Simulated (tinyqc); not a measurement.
Thin film between two gates, subbands and threshold shift from confinement: one step of the calculation.

Undoped body with a flat potential across it, hard walls, transport along x. Three valley pairs (g = 2 each) with the longitudinal mass along x, y or z. Non-parabolicity enters the subband edges through E (1 + al E) = gamma, so E = 2 gamma/(1 + sqrt(1 + 4 al gamma)); motion within a subband is taken as parabolic with the band-edge mass. Energies are counted from the bulk band edge.

Problem. Threshold shift. Each subband has N_k = g sqrt(mx my) m0 kB T/(pi hbar^2); without degeneracy n = exp(EF/Vt) sum N_k exp(-E_k/Vt). Classical value Nc times t, Nc = sum over valleys of 2 g (m m0 kB T/(2 pi hbar^2))^1.5 with m = (mx my mz)^(1/3). Threshold shift dVT = Vt ln(classical value/sum N_k exp(-E_k/Vt)). Use the subbands listed.

Inputs (values chosen for the exercise); masses close to those of silicon:

| symbol | value | unit | meaning |
|---|---|---|---|
| T | 300 | K | temperature |
| ml | 0.925 | m0 | longitudinal mass |
| mt | 0.193 | m0 | transverse mass |
| t | 8.3 | nm | film thickness (along z) |

Constants: q = 1.602176634e-19 C, kB = 1.380649e-23 J/K, hbar = 1.054571817e-34 J s, m0 = 9.1093837015e-31 kg, Vt = kB T/q. Results are converted to the units shown.

```
subband      E_k (eV)   N_k (cm^-2)
z1       0.0058836796  4.1684888e12
z2        0.023331768  4.1684888e12
x1        0.027892932  9.1257981e12
y1        0.027892932  9.1257981e12
z3        0.051768887  4.1684888e12
z4        0.090335559  4.1684888e12
```

Wanted: shares; sum N_k exp(-E_k/Vt); Nc; classical value; dVT.

Solution.

shares, subband z1 to z4 (%): 27.888  14.201  26.060  26.060  4.727  1.063
sum N_k exp(-E_k/Vt) = 1.1905e13 cm^-2
Nc = 2.7948e19 cm^-3
classical value = 2.3197e13 cm^-2
dVT = 17.246 mV

Numbers from tinyqc (`OMP_NUM_THREADS=1 python tinyqc.py 2350127 2350128 out.jsonl`; about 0.06 s on one thread of a shared Intel Xeon 2.30GHz).
